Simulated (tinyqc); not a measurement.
Worked calculation: Pariser-Parr-Pople SCF with singles CI, for the molecule O=C1C=CC(=O)C(F)=C1 (SMILES; centres numbered as the heavy atoms are written). One step of it, computed by the program tinyqc.

Question. Singles CI, singlets. Over the 9 single excitations with the smallest orbital gaps: A = (e_a - e_i) delta + 2 (ia|jb) - (ij|ab), with (pq|rs) = sum c_mp c_mq gamma_mn c_nr c_ns. f = 2/3 w |mu|^2 in atomic units, mu = sqrt2 sum c_ia sum_m c_mi c_ma R_m.

orbital energies (eV): -25.895242  -15.145123  -13.569371  -11.668083  -10.730855  -3.001125  0.290427  1.582007  3.771685

coefficients:
```
         MO1        MO2        MO3        MO4        MO5        MO6        MO7        MO8
1O  0.000517   0.327920  -0.542788  -0.024073   0.551782  -0.408018  -0.000500  -0.305562
2C  0.005219   0.392120  -0.418244  -0.011625   0.084676   0.352046  -0.001831   0.577475
3C  0.001291   0.345044  -0.124119   0.511068  -0.282944   0.329664   0.498407  -0.184692
4C  0.003735   0.348988   0.117167   0.512053  -0.291217  -0.315407  -0.501879  -0.191560
5C  0.022731   0.403700   0.410811  -0.015593   0.069801  -0.366877   0.016209   0.580324
6O  0.005879   0.345732   0.550819  -0.050013   0.529738   0.414804  -0.010634  -0.303259
7C  0.142681   0.318209   0.099175  -0.471618  -0.336463  -0.316758   0.502846  -0.203639
8F  0.989081  -0.070494  -0.020965   0.080002   0.054291   0.042255  -0.057788   0.020904
9C  0.027693   0.330350  -0.137392  -0.494295  -0.349075   0.304372  -0.493088  -0.178045

          MO9
1O  -0.181547
2C   0.454494
3C  -0.364816
4C   0.359722
5C  -0.437025
6O   0.172533
7C   0.371833
8F  -0.037422
9C  -0.370899
```

repulsion gamma_rs (eV):
```
           1O         2C         3C         4C         5C         6O         7C         8F
1O  17.390000   8.325474   5.477862   3.748858   3.332776   2.543573   3.749286   2.931855
2C   8.325474  10.960000   7.500435   5.220619   4.656134   3.332047   5.221236   3.768188
3C   5.477862   7.500435  10.960000   7.497758   5.221236   3.748349   4.655477   3.345666
4C   3.748858   5.220619   7.497758  10.960000   7.501794   5.477173   5.221517   3.768517
5C   3.332776   4.656134   5.221236   7.501794  10.960000   8.321681   7.500435   5.537327
6O   2.543573   3.332047   3.748349   5.477173   8.321681  17.390000   5.476461   4.955674
7C   3.749286   5.221236   4.655477   5.221517   7.500435   5.476461  10.960000   8.540842
8F   2.931855   3.768188   3.345666   3.768517   5.537327   4.955674   8.540842  19.700000
9C   5.477173   7.499845   5.221138   4.655648   5.221833   3.748858   7.500532   5.537444

           9C
1O   5.477173
2C   7.499845
3C   5.221138
4C   4.655648
5C   5.221833
6O   3.748858
7C   7.500532
8F   5.537444
9C  10.960000
```

Centres (angstrom, eV; a flat drawing with bonds scaled to 1.40 angstrom):
```
centre          x          y  core charge z          W   gamma_rr
1O       2.939000  -0.411000              1  17.920000  17.390000
2C       1.576000  -0.092000              1   9.820000  10.960000
3C       1.171000   1.248000              1   9.820000  10.960000
4C      -0.193000   1.567000              1   9.820000  10.960000
5C      -1.150000   0.546000              1   9.820000  10.960000
6O      -2.514000   0.865000              1  17.920000  17.390000
7C      -0.745000  -0.794000              1   9.820000  10.960000
8F      -1.703000  -1.815000              2  44.390000  19.700000
9C       0.618000  -1.113000              1   9.820000  10.960000
```

Give: singlet CI matrix; singlet excitation energies; oscillator strengths.

Answer.

singlet CI matrix (eV):
```
         5>6      4>6      3>6      5>7      4>7      2>6      5>8      4>8
5>6   4.8264  -0.1445  -0.0012  -0.0375  -0.5882   0.2458   0.0066   0.0035
4>6  -0.1445   3.2112  -0.0437   0.2814   0.0201  -0.0316  -0.0104  -0.0112
3>6  -0.0012  -0.0437   6.4482   0.0080  -0.0053   0.0030  -0.2666   0.0084
5>7  -0.0375   0.2814   0.0080   5.9864   0.0061   0.0103   0.0134   0.0041
4>7  -0.5882   0.0201  -0.0053   0.0061   6.9007   0.1147   0.0125  -0.0058
2>6   0.2458  -0.0316   0.0030   0.0103   0.1147   7.1628  -0.0104  -0.0024
5>8   0.0066  -0.0104  -0.2666   0.0134   0.0125  -0.0104   7.5051  -0.0395
4>8   0.0035  -0.0112   0.0084   0.0041  -0.0058  -0.0024  -0.0395   7.7390
3>7   0.0098   0.0070  -0.0083  -0.0185  -0.0082   0.0161   0.0123   0.3234

         3>7
5>6   0.0098
4>6   0.0070
3>6  -0.0083
5>7  -0.0185
4>7  -0.0082
2>6   0.0161
5>8   0.0123
4>8   0.3234
3>7   8.7533
```

singlet excitation energies (eV): 3.1701  4.6520  6.0156  6.3854  7.0416  7.2062  7.5501  7.6639  8.8480

oscillator strengths: 0.0008  1.1799  0.0080  0.0007  1.3992  0.0197  0.0397  0.1365  0.2591
